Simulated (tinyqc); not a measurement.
Worked calculation: effective mass of the heavy-hole band from tabulated energies. Values are carried at full precision from step to step, so a last printed digit may differ when a step is redone from the rounded ones.

c = hbar^2/2m0.
Constants: hbar^2/2m0 = 3.80998211 eV angstrom^2; kB = 8.617333262e-05 eV/K.

Inputs chosen for the exercise (out of a larger set: band of an eight-band Kane model near CdTe; not measured data): T = 300 K (temperature).

## Finite differences

Energies along [110], from the band edge downward:
```
k (1/angstrom)   E (meV)
0.00000           0.0000
0.03000           4.9572
0.06000          19.7839
0.09000          44.3453
0.12000          78.4182
0.15000         121.6953
0.18000         173.7934
0.21000         234.2688
0.24000         302.6401
```

reference mass (curvature of the model at k = 0.0001 1/angstrom) = 0.69119 m0

The band is even in k. m = c k^2/E(k) from the points 1, 2, 4 (k = 0 is point 0); Richardson from points 1 and 2: c/m = [16 E(k1) - E(k2)]/(12 k1^2).

m from points 1, 2, 4 (m0): 0.69172  0.69329  0.69963

m by Richardson = 0.69120 m0

Errors against the reference: +0.08, +0.30 and +1.22 % and 0.00 %. The extrapolation removes the k^4 term.

## Least squares over all points

Fit E = a k^2 (a = sum k^2 E/sum k^4), then E = a k^2 + b k^4 from the normal equations; E in eV; m = c/a.

sums of k^4, k^6, k^8: 0.0071053  0.00032584  1.6196e-05

sums of k^2 E, k^4 E: 0.037696  0.0017232

a, one term = 5.3054 eV angstrom^2

a and b, two terms: 5.507  -4.400

m, one and two terms (m0): 0.71813  0.69182

The parabola over all points errs by +3.9 % because the weights k^4 favour the outer points; the second term brings the error to +0.1 %.

## The non-parabolic form

E (1 + alpha E) = c k^2/m means that y = c k^2/E is a straight line in E with intercept m and slope m alpha. Fit the line by unweighted least squares over points 1 to 8, E in eV.

y (m0): 0.69172  0.69329  0.69592  0.69963  0.70442  0.71029  0.71721  0.72514

m = 0.69096 m0
alpha = 0.162 1/eV

The intercept errs by -0.03 %. For this band the scale of alpha is set by Dso = 0.908 eV as well as by the gap.

## Which mass for which use

From the fitted m and alpha: momentum mass at energy E, m (1 + 2 alpha E); curvature mass m (1 + 2 alpha E)^3; thermal factors to first order in alpha kT: density of states Nc (1 + 15 alpha kT/4), conductivity mass m (1 + 5 alpha kT). Take E = 3 kT/2.

alpha kT = 0.0042
momentum mass = 0.69966 m0
curvature mass = 0.71739 m0
factor on Nc = 1.0157
thermal conductivity mass = 0.70546 m0

alpha kT is small, so first order serves. For a warped valence band one direction does not stand for the whole band.

## Checks

- Two-term fit by normal equations against a least-squares routine: both 5.50716.

tinyqc: `OMP_NUM_THREADS=1 python tinyqc.py 1850646 1850647 out.jsonl`; about 0.01 s, one thread, shared Intel(R) Xeon(R) Processor @ 2.30GHz.
